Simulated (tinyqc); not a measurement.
From results to parameters: minimal-basis H2. Computed by the program tinyqc with PySCF.

Problem. For two electrons in the two orbitals of minimal-basis H2, the CIS energies are e2 - e1 - J12 + 2 K12 and e2 - e1 - J12, and E_corr = D - sqrt(D^2 + K12^2) with 2D the energy of the double excitation. Find J12, K12, D, the MP2 energy and the weight of the double excitation.

orbital gap e2 - e1 = 0.73327581 hartree
CIS singlet and triplet energies (hartree): 0.572083  0.145746
FCI correlation energy = -0.05677382 hartree

Solution. Half the singlet-triplet splitting is K12, the gap less the triplet energy is J12, D = (E_corr^2 - K12^2)/(2 E_corr), MP2 is -K12^2/(2 gap), and the weight is c^2/(1 + c^2) with c = E_corr/K12.

J12, K12, D (hartree): 0.588  0.213  0.372
MP2 correlation energy = -0.03098 hartree
weight of the double excitation = 0.0662
